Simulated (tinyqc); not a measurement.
What moves the results: thin-film optics by transfer matrices. A value that a table varies takes the place of the one given here.

Indices N = n + i k. Snell: N0 sin(theta) = N_j sin(theta_j), with Im(N_j cos theta_j) >= 0. Admittance y_j = N_j cos theta_j for s and N_j/cos theta_j for p. Phase delta_j = 2 pi N_j cos theta_j d_j/lambda. Layer matrix [[cos delta, -i sin delta/y], [-i y sin delta, cos delta]], multiplied from the top down to M. (B, C) = M (1, y_sub); r = (y0 B - C)/(y0 B + C), R = |r|^2, T = 4 Re y0 Re y_sub/|y0 B + C|^2, absorbed in the films 1 - R - T.

Ellipsometry: rho = tan(Psi) exp(i Delta) = -conj(r_p/r_s) with the r of the admittance formula, Delta in 0 to 360 degrees, so that a bare dielectric at small angles gives Delta = 180.

Parameters, chosen for this exercise (indices near those of resist, SiO2 on Si; shifted at random, so the results belong to these values and not to a real crystal):
- lam = 633 nm (vacuum wavelength)
- n0 = 1 (ambient index)
- n = (1.624, 1.475, 3.858) (n of resist, SiO2, substrate)
- k = (0, 0, 0.021) (k in the same order)
- d = (183, 16.1) nm (thicknesses, top first)
- theta = 75 degrees (angle of incidence)
- pol = s (polarisation)

## Swing curve: thickness of the top film

The first entry of d takes the values listed.

Stack:

| d_1 (nm) | R | T | absorbed |
|---|---|---|---|
| 183.0 | 0.6986 | 0.3014 | 0.0000 |
| 223.4 | 0.7600 | 0.2400 | 0.0000 |
| 263.8 | 0.7121 | 0.2879 | 0.0000 |
| 304.2 | 0.4821 | 0.5179 | 0.0000 |
| 344.6 | 0.0754 | 0.9246 | 0.0000 |
| 385.0 | 0.4364 | 0.5636 | 0.0000 |
| 425.4 | 0.6985 | 0.3015 | 0.0000 |
| 465.8 | 0.7600 | 0.2400 | 0.0000 |
| 506.2 | 0.7122 | 0.2878 | 0.0000 |
| 546.7 | 0.4815 | 0.5185 | 0.0000 |
| 587.1 | 0.0753 | 0.9247 | 0.0000 |
| 627.5 | 0.4371 | 0.5629 | 0.0000 |
| 667.9 | 0.6987 | 0.3013 | 0.0000 |

R swings between 0.0753 and 0.7600 on these points. The period is lambda/(2 Re(N_1 cos theta_1)) = 242.4 nm, six rows. The film does not absorb, so the swing repeats exactly. The swing ratio (max - min)/mean is 1.27.

## Angle of incidence

Both polarisations.

Stack:

| theta (degrees) | R_s | R_p | Psi | Delta |
|---|---|---|---|---|
| 0 | 0.3495 | 0.3495 | 45.00 | 180.00 |
| 15 | 0.3629 | 0.3378 | 43.97 | 179.98 |
| 30 | 0.4012 | 0.2964 | 40.68 | 181.29 |
| 45 | 0.4601 | 0.2154 | 34.38 | 188.85 |
| 55 | 0.5126 | 0.1456 | 28.05 | 203.49 |
| 60 | 0.5455 | 0.1139 | 24.56 | 217.03 |
| 65 | 0.5854 | 0.0926 | 21.69 | 237.43 |
| 70 | 0.6352 | 0.0928 | 20.92 | 265.15 |
| 75 | 0.6986 | 0.1327 | 23.55 | 294.85 |
| 80 | 0.7792 | 0.2450 | 29.28 | 320.33 |
| 85 | 0.8796 | 0.4919 | 36.79 | 341.29 |

R_s and R_p agree at normal incidence (0.3495). R_p is lowest at 65 degrees of those listed (0.0926), where R_s = 0.5854; the top face alone would stop reflecting p light at arctan(n/n0) = 58.4 degrees, while the layers and the substrate below set where the minimum falls. R_s rises steadily with the angle.

## Sensitivity of the reflectance

R for both polarisations. Each row changes one parameter from the base and keeps the others.

Results:

| case | R_s | R_p | T_s |
|---|---|---|---|
| base | 0.6986 | 0.1327 | 0.3014 |
| d = (188, 16.1) nm | 0.7135 | 0.1101 | 0.2865 |
| n = (1.656, 1.475, 3.858) | 0.7176 | 0.1037 | 0.2824 |
| k = (0, 0, 0.033) | 0.6990 | 0.1321 | 0.3010 |
| lam = 638 nm | 0.6934 | 0.1398 | 0.3066 |
| theta = 80 degrees | 0.7792 | 0.2450 | 0.2208 |

The largest shifts from the base row, up to three for each result and ties (the steps differ in size, so this ranks the rows, not the parameters). R_s: theta +0.0806, n +0.0190, d +0.0149. R_p: theta +0.1123, n -0.0290, d -0.0227. T_s: theta -0.0806, n -0.0190, d -0.0149.

Run: tinyqc, `OMP_NUM_THREADS=1 python tinyqc.py 1680208 1680209 out.jsonl`; Intel(R) Xeon(R) Processor @ 2.30GHz, one thread, shared host; about 0.01 s of CPU time with all checks.
